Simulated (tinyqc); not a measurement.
# Input admittance of a MOSFET at zero drain bias: distributed channel and distributed gate: two studies

Source and drain grounded, strong inversion, w = 2 pi f, Cox = eps0 eox/tox. The channel is an RC line of resistance 1/(mu Cox Vo) per square fed from both ends, so one finger has the intrinsic admittance y = i w Cox L tanh(g)/g per width, g = (1/2) sqrt(i w tau), tau = L^2/(mu Vo). The vertical resistance rv/L is in series with y, the overlaps 2 i w Cov in parallel: y_t = 1/(1/y + rv/L) + 2 i w Cov. The gate strip is a line of Rsh/L per length loaded by y_t, so a finger has Y = y_t Wf tanh(k)/k, k = (Wf/sd) sqrt(y_t Rsh/L); the device has Nf Y.

Inputs (values chosen for the exercise); values of the order met in silicon radio-frequency transistors: relative permittivity of the gate insulator (close to hafnium oxide) eox = 22.2; insulator thickness tox = 18 nm; channel length L = 0.94 um; finger width Wf = 15 um; number of fingers Nf = 32; channel mobility mu = 380 cm^2/(V s); gate overdrive Vo = 0.44 V; sheet resistance of the gate Rsh = 4.2 ohm/square; vertical resistivity of the gate stack rv = 0 ohm um^2; number of ends at which a finger is contacted sd = 2; overlap and fringe capacitance on each side Cov = 0.31 fF/um; frequency f = 2.2 GHz.

Constants: eps0 = 8.8541878128e-14 F/cm where lengths are in cm. Results are converted to the units shown.

Each table varies one quantity; the others keep the values above.

## Input impedance against frequency

Low-frequency limits, with c = Cox L and ct = c + 2 Cov: R_strip = Rsh Wf/(3 sd^2 L Nf), R_ch = (c/ct)^2 L/(12 mu Cox Vo Wf Nf), R_vert = (c/ct)^2 rv/(L Wf Nf), C = ct Wf Nf. Z = 1/(Nf Y) = R + 1/(i w C), Q = |Im Z|/R, far-point signal |1/cosh k|.

The same in every row: low-frequency R (ohm) = 0.96941.

Results:

| f (GHz) | w tau | \|k\| | R (ohm) | C (fF) | Q | signal at the far point |
|---|---|---|---|---|---|---|
| 0.02 | 0.0066409 | 0.018541 | 0.96941 | 5224.8 | 1571.1 | 1.0000 |
| 0.2 | 0.066409 | 0.058632 | 0.96941 | 5224.7 | 157.12 | 0.99999 |
| 0.4 | 0.13282 | 0.082916 | 0.96940 | 5224.6 | 78.560 | 0.99996 |
| 1 | 0.33205 | 0.13107 | 0.96936 | 5223.8 | 31.431 | 0.99975 |
| 3 | 0.99614 | 0.22655 | 0.96891 | 5215.8 | 10.498 | 0.99779 |
| 9 | 2.9884 | 0.38541 | 0.96493 | 5145.4 | 3.5617 | 0.98190 |
| 20 | 6.6409 | 0.53826 | 0.94835 | 4865.8 | 1.7245 | 0.93608 |
| 70 | 23.243 | 0.74266 | 0.79155 | 3147.5 | 0.91260 | 0.83401 |

Estimate the missing row, f = 0.06 GHz.

Computed row:

| f (GHz) | w tau | \|k\| | R (ohm) | C (fF) | Q | signal at the far point |
|---|---|---|---|---|---|---|
| 0.06 | 0.019923 | 0.032114 | 0.96941 | 5224.8 | 523.71 | 1.0000 |

With this row back in the table: R falls from 0.969 to 0.792 ohm and C falls from 5220 to 3150 fF. Q goes as f^(-1.00) between the first two rows and f^(-0.51) between the last two, where w tau = 23.2 and |k| = 0.743. The low-frequency limits hold both R and C within 5 % up to f = 9 GHz among the rows.

## Dividing a fixed width into fingers

Total width Wf Nf = 480 um; each finger also has a contact resistance Rc at each contacted end, which adds Rc/(sd Nf). The resistances are low-frequency limits, good while |k| is below about 1; the far-point signal is |1/cosh k| at f, without Rc.

The same in every row: R_ch + R_vert (ohm) = 0.7949.

Result of one run:

| Nf | Wf (um) | R_strip (ohm) | Rc/(sd Nf) for Rc = 30 ohm (ohm) | sum (ohm) | signal at the far point |
|---|---|---|---|---|---|
| 2 | 240.0 | 44.68 | 7.500 | 52.98 | 0.2098 |

What becomes of these results when the number of fingers Nf is changed from 2 to 8, all else the same?

Result of the changed run:

| Nf | Wf (um) | R_strip (ohm) | Rc/(sd Nf) for Rc = 30 ohm (ohm) | sum (ohm) | signal at the far point |
|---|---|---|---|---|---|
| 8 | 60.00 | 2.793 | 1.875 | 5.462 | 0.9552 |

The whole series:

| Nf | Wf (um) | R_strip (ohm) | Rc/(sd Nf) for Rc = 30 ohm (ohm) | sum (ohm) | signal at the far point |
|---|---|---|---|---|---|
| 1 | 480.0 | 178.7 | 15.00 | 194.5 | 0.02181 |
| 2 | 240.0 | 44.68 | 7.500 | 52.98 | 0.2098 |
| 4 | 120.0 | 11.17 | 3.750 | 15.72 | 0.6814 |
| 8 | 60.00 | 2.793 | 1.875 | 5.462 | 0.9552 |
| 16 | 30.00 | 0.6981 | 0.9375 | 2.431 | 0.9938 |
| 32 | 15.00 | 0.1745 | 0.4688 | 1.438 | 0.9988 |
| 64 | 7.500 | 0.04363 | 0.2344 | 1.073 | 0.9997 |
| 128 | 3.750 | 0.01091 | 0.1172 | 0.9230 | 0.9999 |

R_strip falls as 1/Nf^2, from 179 to 0.0109 ohm, the contact term as 1/Nf, and R_ch + R_vert stays at 0.795 ohm since the total width is fixed. The sum is within a factor 1.5 of that floor from Nf = 64 on. More fingers add wiring capacitance, which is left out.

Program tinyqc, `OMP_NUM_THREADS=1 python tinyqc.py 2262164 2262165 out.jsonl`; Intel Xeon 2.30GHz, shared host, one thread, about 0.01 s.
